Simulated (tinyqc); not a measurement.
Bottom-up copper filling of a trench by curvature-enhanced accelerator coverage. From velocity at theta = 1 back to boundary layer delta. Computed by tinyqc, a small Python program. Command: `OMP_NUM_THREADS=1 python tinyqc.py 3008658 3008659 out.jsonl superfill inv`. One thread of a shared host (Intel(R) Xeon(R) Processor @ 2.30GHz), about 0.08 s of CPU time with the checks.

A rectangular trench keeps vertical walls and a flat floor. An accelerator floats on the surface; where area is lost in the corners it is passed on to the floor.

Inputs (values chosen for the exercise, close to those used for damascene copper plating):
```
quantity                                           value     unit
exchange current of the suppressed surface i_0     0.013  mA/cm^2
exchange current of the accelerated surface i_1     0.93  mA/cm^2
transfer coefficient alpha                          0.45        -
overpotential eta                                  0.091        V
starting coverage theta_0                         0.0092        -
cupric ion concentration C                          0.23    mol/l
diffusivity D                                    5.9e-06   cm^2/s
temperature T                                        298        K
```

Constants: e = 1.602176634e-19 C; N_A = 6.02214076e+23 1/mol; k_B = 8.617333262e-05 eV/K.

Method. Kinetic current i_k = [i_0 (1 - theta) + i_1 theta] exp(alpha eta/(k_B T)), limit i_L = 2 F D C/delta, i = 1/(1/i_k + 1/i_L); velocity v = i Omega/(2F), Omega = 7.11 cm^3/mol, F = e N_A. Depletion inside the trench is ignored.

Problem. A run gave the result below. Find the boundary layer delta, known to lie between 42 and 94 um.

velocity at theta = 1 = 1.495408 nm/s

Solution.

Each step takes the trial c = (a f_b - b f_a)/(f_b - f_a), f being the result less the target and a, b, c the logarithms of the listed values; c replaces end b, the old b replaces a if the sign of f changed, and otherwise f_a is halved.

Scan of the range:
```
boundary layer delta (um)  velocity at theta = 1 (nm/s)
42.0                                            1.57257
48.0                                            1.55735
54.9                                            1.54019
62.8                                            1.52101
71.9                                            1.49950
82.2                                            1.47587
94.0                                            1.44971
```

False position (Illinois rule, in the logarithm of the input) inside the bracket:
```
step    end a    end b    trial  velocity at theta = 1 (nm/s)
1     71.9000  82.2000  73.5860                       1.49558
2     82.2000  73.5860  73.6569                       1.49542
3     82.2000  73.6569  73.6627                       1.49540
4     73.6569  73.6627  73.6599                       1.49541
```

velocity at theta = 1 falls at every point of a 13-point scan of the range (every second point is shown), so one value fits; it is bracketed by 71.9 and 82.2. Answer: boundary layer delta = 73.66 um.
